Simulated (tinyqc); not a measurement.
Conductivity against oxygen pressure: defect equilibria of an oxide against oxygen pressure (mass action). Computed by tinyqc, a small Python program. Command: `OMP_NUM_THREADS=1 python tinyqc.py 3002433 3002434 out.jsonl brouwer walk`. One thread of a shared host (Intel(R) Xeon(R) Processor @ 2.30GHz), about 0.01 s of CPU time with the checks.

Defects: oxygen vacancies V (charge +2), electrons n, holes p, the ionic partner X = V_M'''' (charge -4), and the dopant. Activities are taken equal to concentrations.

Inputs (values chosen for the exercise, for a model oxide):
```
quantity                           value             unit
reduction enthalpy H_r              4.74               eV
prefactor K_r0                   2.8e+67  cm^-9 atm^(1/2)
gap E_g                             2.57               eV
prefactor N_c N_v                5.5e+40            cm^-6
disorder enthalpy H_s               4.32               eV
prefactor K_s0                   1.2e+66            cm^-9
dopant density N_d               9.7e+19            cm^-3
temperature T                        900                K
electron mobility mu_n              0.49       cm^2/(V s)
hole mobility mu_p                 0.013       cm^2/(V s)
vacancy diffusion prefactor D_0   0.0069           cm^2/s
vacancy migration energy E_m        0.83               eV
```

Ionic disorder: Schottky, oxide MO2. Dopant (singly charged, fully ionised): acceptor.

Constants: k_B = 8.617333262e-05 eV/K; e = 1.602176634e-19 C.

Method:
- K_r = K_r0 exp(-H_r/k_B T) = [V] n^2 P^(1/2); K_i = N_c N_v exp(-E_g/k_B T) = n p; K_s = K_s0 exp(-H_s/k_B T) = [X] [V]^2.
- Neutrality: 2 [V] + p = n + 4 [X] + N_d. With n as the unknown, [V] = K_r/(n^2 P^(1/2)), p = K_i/n, [X] = K_s/[V]^2; the log ratio is ln(positive/negative).
- The root is found by 60 bisections in ln n between n = 1e-10 and 1e25 cm^-3.
- sigma_n = e n mu_n, sigma_p = e p mu_p, sigma_ion = 2 e [V] mu_V with mu_V = 2 e D/(k_B T) and D = D_0 exp(-E_m/k_B T); only the oxygen vacancies carry ionic current, and the ionic transport number is sigma_ion over the total.

K_r = 8.02281e+40 cm^-9 atm^(1/2)

K_i = 2.23355e+26 cm^-6

K_s = 7.73118e+41 cm^-9

Log10 of the conductivities in S/cm:
```
log10 P (atm)   n-type   p-type    ionic    total  ionic transport number
-28            -1.4967  -11.941  -4.2042  -1.4959                 0.00196
-24            -2.4959  -10.942  -4.2059  -2.4875                 0.01913
-20            -3.4958   -9.942  -4.2060  -3.4185                 0.16310
-16            -4.4958   -8.942  -4.2060  -4.0262                 0.66086
-12            -5.4958   -7.942  -4.2060  -4.1842                 0.95102
-8             -6.4958   -6.942  -4.2060  -4.2030                 0.99308
-4             -7.4958   -5.942  -4.2061  -4.1979                 0.98145
0              -8.4958   -4.942  -4.2061  -4.1328                 0.84468
```

What does the comparison show, and why?

The ionic transport number exceeds 0.9 in the rows log P = -12, -8, -4: the electrolytic window. The total is lowest at log P = -8, between the n-type and the p-type branch, on the plateau of the ionic part.

Extremes, crossings and ranges named in words are read from the listed rows.
